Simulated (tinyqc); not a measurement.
From results back to parameters: Lorentz oscillators and the Kramers-Kronig relations. Two cases, with inputs chosen for the exercise.

Problem. Below the gap a single undamped oscillator gives n^2 - 1 = Eo Ed/(Eo^2 - E^2) (Wemple-DiDomenico). Two refractive indices were computed from hidden Eo and Ed.

Find: Eo; Ed; n at E = 0.
Method. 1/(n^2 - 1) = Eo/Ed - E^2/(Eo Ed) is a straight line in E^2: slope -1/(Eo Ed), intercept Eo/Ed.

Case 1.

Values chosen: Ea = 0.92 eV; Eb = 2.49 eV.
n(Ea) = 1.796391
n(Eb) = 1.854170

Solution.

Eo = 7.92 eV
Ed = 17.4 eV
n at E = 0 = 1.788

Case 2.

Values chosen (out of a larger set: line positions loosely like those of GaAs; Lorentz tails absorb below the gap, where the real solid is clear; not measured data): Ea = 1.18 eV; Eb = 2.24 eV.

n(Ea) = 3.034574
n(Eb) = 3.327659

Solution.

Eo = 4.58 eV
Ed = 35.1 eV
n at E = 0 = 2.943

Computed by tinyqc, one run a case: `OMP_NUM_THREADS=1 python tinyqc.py N N+1 out.jsonl` with N = 1682090, 1682145; one thread of a shared Intel(R) Xeon(R) Processor @ 2.30GHz, about 0.2 s a run at most.
